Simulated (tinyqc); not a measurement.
Q-state Potts model on a small periodic square lattice: enumeration, Metropolis, heat-bath and Wolff steps: one step, computed by the program tinyqc. Command: `OMP_NUM_THREADS=1 python tinyqc.py 3112161 3112162 out.jsonl potts walk`. One thread of a shared host (Intel(R) Xeon(R) Processor @ 2.30GHz), about 0.1 s of CPU time with the checks.

E = -J x (number of nearest-neighbour bonds with equal states); n x n sites with periodic edges have 2 n^2 bonds. Order parameter m = (q f - 1)/(q - 1), f being the largest share of one state. Sites are numbered row by row from 0. Here q = 2 and n = 4.

Task: Eight single-site steps. Site = floor(r1 n^2). State c is drawn with probability exp(K k_c)/sum exp(K k), k_c the number of neighbours in state c: the first c whose cumulative probability reaches r2; r3 is not used.

Inputs (values chosen for the exercise, for a model of domains or grain orientations): temperature T = 464 K.

Update: heat bath.

start states:
```
   1  2  3  4
1  1  1  0  0
2  1  1  0  0
3  0  0  1  1
4  0  0  0  1
```

random numbers, one row a step:
```
        1       2       3
1  0.7622  0.3163  0.6640
2  0.1523  0.9217  0.5352
3  0.4956  0.0855  0.9124
4  0.9943  0.9012  0.8687
5  0.8746  0.2862  0.7342
6  0.9014  0.2747  0.7791
7  0.5438  0.5966  0.7154
8  0.8822  0.7911  0.3386
```

K = 0.7502921

Give: the table «Steps» with the columns old, neighbours in each state, P(old), P(new), new; states afterwards.

Result:

Steps:

| site | old | neighbours in each state | P(old) | P(new) | new |
|---|---|---|---|---|---|
| 12 | 0 | 2 2 | 0.50000 | 0.50000 | 0 |
| 2 | 0 | 3 1 | 0.81766 | 0.18234 | 1 |
| 7 | 0 | 2 2 | 0.50000 | 0.50000 | 0 |
| 15 | 1 | 3 1 | 0.18234 | 0.18234 | 1 |
| 13 | 0 | 3 1 | 0.81766 | 0.81766 | 0 |
| 14 | 0 | 1 3 | 0.18234 | 0.81766 | 1 |
| 8 | 0 | 2 2 | 0.50000 | 0.50000 | 1 |
| 14 | 1 | 1 3 | 0.81766 | 0.81766 | 1 |

states afterwards:
```
   1  2  3  4
1  1  1  1  0
2  1  1  0  0
3  1  0  1  1
4  0  0  1  1
```
